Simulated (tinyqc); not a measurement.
Diffused layer (complementary error function), carriers, mobility and sheet resistance: one step of the calculation.

An n-type layer from the surface x = 0 to the junction xj, N(x) = N0 erfc(x/Ld). Local neutrality (no depletion at surface or junction, no spilling of carriers), intrinsic carriers neglected, full ionisation of active dopants.

Question. Junction depth and local values. erfc(xj/Ld) = Nb/N0; 11 equal steps from 0 to xj. Active dopant A = min(N, Ns); n = A - Nb; mobility mu = m1 + (m2 (T/300 K)^(-bt) - m1)/(1 + ((A + Nb)/Nr)^am).

Inputs (values chosen for the exercise); values close to those of phosphorus in silicon over a p-type background:
```
symbol,value,unit,meaning
T,400,K,temperature
Nb,1.4e17,cm^-3,background doping of the opposite type
N0,4.1e19,cm^-3,peak chemical concentration
m1,69.7,cm^2/(V s),mobility limit at high doping
m2,1470,cm^2/(V s),"mobility limit at low doping, at 300 K"
Nr,9.54e16,cm^-3,reference doping of the mobility law
am,0.721,,exponent of the mobility law
bt,2,,temperature exponent of m2
Ns,3.87e20,cm^-3,solubility limit of active dopant
Ld,16,nm,diffusion length 2 sqrt(D t)
```

Wanted: xj; x; N; A; n; mu.

Answer.

xj = 33.123 nm

| point | x (nm) | N (cm^-3) | A (cm^-3) | n (1e19 cm^-3) | mu (cm^2/(V s)) |
|---|---|---|---|---|---|
| 0 | 0.000 | 4.1000e19 | 4.1000e19 | 4.0860 | 79.122 |
| 1 | 3.011 | 3.2395e19 | 3.2395e19 | 3.2255 | 80.833 |
| 2 | 6.022 | 2.4375e19 | 2.4375e19 | 2.4235 | 83.308 |
| 3 | 9.034 | 1.7409e19 | 1.7409e19 | 1.7269 | 86.933 |
| 4 | 12.045 | 1.1769e19 | 1.1769e19 | 1.1629 | 92.324 |
| 5 | 15.056 | 7.5137e18 | 7.5137e18 | 0.7374 | 100.47 |
| 6 | 18.067 | 4.5215e18 | 4.5215e18 | 0.4381 | 112.94 |
| 7 | 21.078 | 2.5604e18 | 2.5604e18 | 0.2420 | 132.08 |
| 8 | 24.090 | 1.3626e18 | 1.3626e18 | 0.1223 | 160.94 |
| 9 | 27.101 | 6.8069e17 | 6.8069e17 | 0.0541 | 202.09 |
| 10 | 30.112 | 3.1890e17 | 3.1890e17 | 0.0179 | 254.22 |
| 11 | 33.123 | 1.4000e17 | 1.4000e17 | 0.0000 | 308.30 |

The mobility runs from 79.1 to 308 cm^2/(V s).

Computed by the program tinyqc: `OMP_NUM_THREADS=1 python tinyqc.py 2110119 2110120 out.jsonl`, one thread of a shared Intel Xeon 2.30GHz, about 0.02 s for the whole run.
